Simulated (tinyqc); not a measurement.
Cluster expansion of a binary alloy: correlations, fit, cross-validation and ground states. Inputs raised by 10 %, one at a time. Computed by tinyqc, a small Python program. Command: `OMP_NUM_THREADS=1 python tinyqc.py 3002509 3002510 out.jsonl clex sens`. One thread of a shared host (Intel(R) Xeon(R) Processor @ 2.30GHz), about 0.07 s of CPU time with the checks.

s = +1 for A and -1 for B. Energy per site E = J0 + J1 P(point) + sum over clusters of m V P, with P the mean product of spins; V > 0 on a pair favours unlike neighbours. Clusters per site m: pair 1 4, pair 2 3, pair 3 6, triplet 12; the triplet is two first-neighbour bonds closed by a second-neighbour bond. Formation energies are counted from the line between pure A and pure B, which removes J0 and J1.

Inputs (values chosen for the exercise, for a model alloy):
```
quantity                    value      unit
first-pair interaction V1   -6.05       meV
second-pair interaction V2   0.59       meV
third-pair interaction V3   -0.17       meV
triplet interaction Vt       0.55       meV
noise amplitude              0.96  meV/site
temperature T                 250         K
fraction x of B              0.59         -
```

Lattice: bcc.

correlations P, counted on periodic cells:
```
                      point     pair 1     pair 2     pair 3    triplet
A                  1.000000   1.000000   1.000000   1.000000   1.000000
A3B D0_3           0.500000   0.000000   0.000000   1.000000  -0.500000
A3B (001) layers   0.500000   0.000000   0.666667   0.333333   0.166667
A2B C11_b          0.333333  -0.333333   0.555556   0.111111  -0.111111
AB B2              0.000000  -1.000000   1.000000   1.000000   0.000000
AB B32             0.000000   0.000000  -1.000000   1.000000   0.000000
A2B2 B11           0.000000   0.000000   0.333333  -0.333333   0.000000
AB (110) layers    0.000000   0.000000  -0.333333  -0.333333   0.000000
AB2 C11_b         -0.333333  -0.333333   0.555556   0.111111   0.111111
AB3 D0_3          -0.500000   0.000000   0.000000   1.000000   0.500000
AB3 (001) layers  -0.500000   0.000000   0.666667   0.333333  -0.166667
B                 -1.000000   1.000000   1.000000   1.000000  -1.000000
```

standard normal numbers for the noise (0 for the pure ends): A 0.000, A3B D0_3 0.214, A3B (001) layers 0.547, A2B C11_b 0.162, AB B2 0.559, AB B32 -0.947, A2B2 B11 1.032, AB (110) layers 0.209, AB2 C11_b 0.438, AB3 D0_3 0.169, AB3 (001) layers 0.020, B 0.000

Constants: k_B = 8.617333262e-05 eV/K.

Method:
- Design matrix of formation energies: m (P - 1) for pairs and m (P(triplet) - P(point)) for the triplet; x = (1 - P(point))/2.
- Exact: X V with V = (V1, V2, V3, Vt). The data to fit add the noise amplitude times the normal numbers, standing for what the clusters leave out.
- Leave out pair 3: A = X^T X and b = X^T E (E being the data with noise) over these three columns; solve A V = b. The root-mean-square error runs over the structures between the pure ends.
- For each set, H = X (X^T X)^-1 X^T over the structures between the ends; residual e = E - H E; leave-one-out error e_i/(1 - H_ii); both as root mean squares.
- Random alloy: P(pair) = p^2, P(triplet) = p^3, p = 1 - 2x, so H_mix = (p^2 - 1) sum m V(pairs) + (p^3 - p) m Vt; G_mix = H_mix + k_B T [x ln x + (1 - x) ln(1 - x)]. To first order in 1/T the Warren-Cowley parameter of shell 1 is alpha_1 = -(1 - p^2) V_eff/(k_B T), V_eff = V1 + (number of triplets on a first-neighbour bond) p Vt, that number being 6.

Runs; columns: (1) input moved; (2) from; (3) to; (4) mixing free energy G_mix (meV/site); (5) alpha_1; (6) root-mean-square error of the three-cluster fit (meV/site); (7) leave-one-out error without pair 3 (meV/site):
```
(1)                                 (2)     (3)     (4)      (5)      (6)     (7)
base run                              -       -   9.258  0.29841  0.85961  1.3531
first-pair interaction V1 (meV)   -6.05  -6.655  11.600  0.32558  0.85961  1.3531
second-pair interaction V2 (meV)   0.59   0.649   9.087  0.29841  0.85961  1.3531
third-pair interaction V3 (meV)   -0.17  -0.187   9.357  0.29841  0.91396  1.4420
triplet interaction Vt (meV)       0.55   0.605   9.373  0.30108  0.85961  1.3531
noise amplitude (meV/site)         0.96   1.056   9.258  0.29841  0.89166  1.4002
fraction x of B                    0.59   0.649   9.198  0.29748  0.85961  1.3531
temperature T (K)                   250     275   7.800  0.27128  0.85961  1.3531
```

Exponents ln(y'/y) / ln(x'/x); columns: (1) input; (2) mixing free energy G_mix; (3) alpha_1; (4) root-mean-square error of the three-cluster fit; (5) leave-one-out error without pair 3:
```
(1)                            (2)     (3)    (4)    (5)
first-pair interaction V1    2.366   0.914  0.000  0.000
second-pair interaction V2  -0.196   0.000  0.000  0.000
third-pair interaction V3    0.111   0.000  0.643  0.668
triplet interaction Vt       0.129   0.093  0.000  0.000
noise amplitude              0.000   0.000  0.384  0.359
fraction x of B             -0.068  -0.033  0.000  0.000
temperature T               -1.798  -1.000  0.000  0.000
```

Among the inputs moved here: mixing free energy G_mix answers most in size to first-pair interaction V1 (exponent +2.366), next to temperature T (-1.798); its exponent is below 0.0005 for noise amplitude. alpha_1 answers most in size to temperature T (exponent -1.000), next to first-pair interaction V1 (+0.914); its exponent is below 0.0005 for second-pair interaction V2, third-pair interaction V3, noise amplitude. Its exponent -1.000 in temperature T: first order in 1/T. root-mean-square error of the three-cluster fit answers most in size to third-pair interaction V3 (exponent +0.643), next to noise amplitude (+0.384); its exponent is below 0.0005 for first-pair interaction V1, second-pair interaction V2, triplet interaction Vt, fraction x of B, temperature T. leave-one-out error without pair 3 answers most in size to third-pair interaction V3 (exponent +0.668), next to noise amplitude (+0.359); its exponent is below 0.0005 for first-pair interaction V1, second-pair interaction V2, triplet interaction Vt, fraction x of B, temperature T.

Caution (all rows): G_mix lies above the hull of the ordered structures at this x, so the random alloy is not the equilibrium state at T. Caution (all rows): so large an alpha_1 is beyond the first-order expansion.
